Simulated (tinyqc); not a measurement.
Worked calculation: tight binding, kagome lattice. One step of it, computed by the program tinyqc.

Problem. Levels at k. Diagonalise the Hermitian matrix.

H(k) at k (eV), order A, B, C:
```
[[0.000000, -0.132722-0.695755i, -1.890000-1.890000i],
 [-0.132722+0.695755i, 0.000000, -2.585755+1.757278i],
 [-1.890000+1.890000i, -2.585755-1.757278i, 0.000000]]
```

Give: eigenvalues; weights |c|^2 of the basis functions.

Solution.

eigenvalues (eV): [-4.4792, 0.6992, 3.7800]

weights |c|^2 of the basis functions, order A, B, C:
```
[[0.2406, 0.5820, 0.1774],
 [0.3021, 0.4172, 0.2808],
 [0.4574, 0.0008, 0.5418]]
```
